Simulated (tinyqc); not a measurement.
# Sharing a fixed EOT between the layers

Without charge in the stack, a voltage of 1 V over an EOT of 1.1 nm gives F1 = (V/EOT)(3.9/e1) and F2 = F1 e1/e2; t2 = e2 (EOT/3.9 - t1/e1).

Parameters, values chosen for the exercise:

| symbol | value | unit | meaning |
|---|---|---|---|
| e1 | 9.22 |  | relative permittivity of layer 1 |
| e2 | 21.7 |  | relative permittivity of layer 2 |

Sharing a fixed EOT between the layers:
```
t1 (nm)  t2 (nm)  physical thickness (nm)  drop over layer 1 (V)  drop over layer 2 (V)
0         6.1205                   6.1205                      0                 1.0000
0.32      5.3674                   5.6874                0.12305                0.87695
0.63      4.6378                   5.2678                0.24226                0.75774
0.95      3.8846                   4.8346                0.36531                0.63469
1.26      3.1550                   4.4150                0.48452                0.51548
1.58      2.4019                   3.9819                0.60757                0.39243
1.89      1.6722                   3.5622                0.72678                0.27322
2.21     0.91910                   3.1291                0.84983                0.15017
```

Each 0.1 nm of layer 1 costs 0.235 nm of layer 2, so the physical thickness falls from 6.12 to 3.13 nm. The fields do not change, 3.85 MV/cm in layer 1 and 1.63 MV/cm in layer 2, and layer 1 takes half of the voltage at t1 = 1.30 nm.

Program tinyqc, `OMP_NUM_THREADS=1 python tinyqc.py 2010102 2010103 out.jsonl`; Intel Xeon 2.30GHz, shared host, one thread, about 0.01 s.
